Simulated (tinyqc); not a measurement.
Semiconductor laser, carrier and photon rate equations: one step of the calculation.

Carrier density N and photon density S in one mode: dN/dt = F1 = eta I/(q V) - (A N + B N^2 + C N^3) - vg g S; dS/dt = F2 = G vg g S + G be B N^2 - S/tp, with g = g0 ln(N/Ntr)/(1 + ec S). Output power P = Fo Eph S V/(G tp). No heating, no carrier transport.

Question. One Runge-Kutta step of a transient. y = (N, S), k1 = F(y), k2 = F(y + dt k1/2), k3 = F(y + dt k2/2), k4 = F(y + dt k3), y(new) = y + dt (k1 + 2 k2 + 2 k3 + k4)/6.

Values chosen for this exercise:
```
symbol    value    unit                                      meaning
V       5.2e-11    cm^3                                active volume
G         0.064                                   confinement factor
vg       7.28e9    cm/s                               group velocity
g0         2800    1/cm                             gain coefficient
Ntr      2.4e18   cm^-3                         transparency density
ec      5.1e-18    cm^3                             gain compression
tp          3.4      ps                              photon lifetime
A         6.5e7     1/s             defect recombination coefficient
B       8.5e-11  cm^3/s                        radiative coefficient
C       1.4e-29  cm^6/s                            Auger coefficient
be       8.4e-5          share of spontaneous emission into the mode
eta        0.72                                 injection efficiency
I            66      mA                                drive current
dt            3      ps                                    time step
```

Constants: q = 1.602176634e-19 C. Results are converted to the units shown.

(N, S) at the start: N (1e18 cm^-3) 3.07, S (1e15 cm^-3) 0.474

Find: slopes per ps, N in 1e18 and S in 1e15 cm^-3; (N, S) after the step.

Answer.

slopes per ps, N in 1e18 and S in 1e15 cm^-3:
```
        dN/dt     dS/dt
k1  0.0019249  0.012473
k2  0.0018192  0.013553
k3  0.0018118  0.013563
k4  0.0016979  0.014694
```

(N, S) after the step: N (1e18 cm^-3) 3.0754, S (1e15 cm^-3) 0.51470

Computed by the program tinyqc: `OMP_NUM_THREADS=1 python tinyqc.py 2840034 2840035 out.jsonl`, one thread of a shared Intel Xeon 2.30GHz, about 0.01 s for the whole run.
